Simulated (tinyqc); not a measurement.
An Irvin curve: changing the peak concentration: sheet resistance and Hall data of a diffused or implanted layer. Computed by tinyqc, a small Python program. Command: `OMP_NUM_THREADS=1 python tinyqc.py 3028625 3028626 out.jsonl layer sweep`. One thread of a shared host (Intel(R) Xeon(R) Processor @ 2.30GHz), about 0.01 s of CPU time with the checks.

Carriers are taken equal to the net active doping down to the junction (full ionisation, which deep dopants in wide-gap hosts do not reach; no spill-over, no depletion), and the Hall factor is 1.

Inputs (values chosen for the exercise, modelled on boron in silicon): mu_min = 43.2 cm^2/(V s); mu_max = 482 cm^2/(V s); N_ref = 2e+17 1/cm^3; exponent alpha = 0.71; length scale l = 390 nm; background doping N_B (opposite type) = 6.1e+16 1/cm^3.

Profile: box. Activation: complete.

Constants: e = 1.602176634e-19 C.

Method:
- N(x) = N_0 down to x_j = l, dose N_0 l.
- Mobility mu = mu_min + (mu_max - mu_min)/(1 + (N_t/N_ref)^alpha), N_t = active doping + N_B; carriers n = active doping - N_B, all dopants active.
- Integrals from x_0 (0 unless stated) to x_j by the midpoint rule on 400 even intervals: 1/R_s = e int n mu dx; sheet density n_s = int n dx; Hall sheet density (int n mu dx)^2/int n mu^2 dx; Hall mobility int n mu^2 dx/int n mu dx.
- Mean conductivity 1/(R_s x_j); mean mobility 1/(e n_s R_s).

One run for each value; columns: (1) peak concentration N_0 (1/cm^3); (2) mean conductivity 1/(R_s x_j) (S/cm); (3) sheet resistance R_s (ohm); (4) Hall mobility (cm^2/(V s)); (5) junction depth x_j (nm); (6) sheet density n_s (1/cm^2):
```
(1)          (2)     (3)     (4)  (5)         (6)
1.20e+18   24.93  1028.4  136.63  390  4.4421e+13
1.90e+18   34.07   752.5  115.64  390  7.1721e+13
3.10e+18   47.42   540.8   97.39  390  1.1852e+14
4.90e+18   65.07   394.1   83.92  390  1.8872e+14
7.70e+18   90.09   284.6   73.61  390  2.9792e+14
1.20e+19  125.97   203.5   65.86  390  4.6562e+14
1.90e+19  181.48   141.3   59.81  390  7.3862e+14
3.10e+19  273.00    93.9   55.07  390  1.2066e+15
4.90e+19  406.54    63.1   51.85  390  1.9086e+15
7.70e+19  610.31    42.0   49.51  390  3.0006e+15
```

Describe the trends.

Over the rows, mean conductivity 1/(R_s x_j) (S/cm) rises from 24.9 to 610 (exponent d ln y / d ln x 0.68 between the first rows and 0.90 between the last); sheet resistance R_s (ohm) falls from 1030 to 42.0 (exponent d ln y / d ln x -0.68 between the first rows and -0.90 between the last); Hall mobility (cm^2/(V s)) falls from 137 to 49.5 (exponent d ln y / d ln x -0.36 between the first rows and -0.10 between the last).

Extremes, crossings and ranges named in words are read from the listed rows.
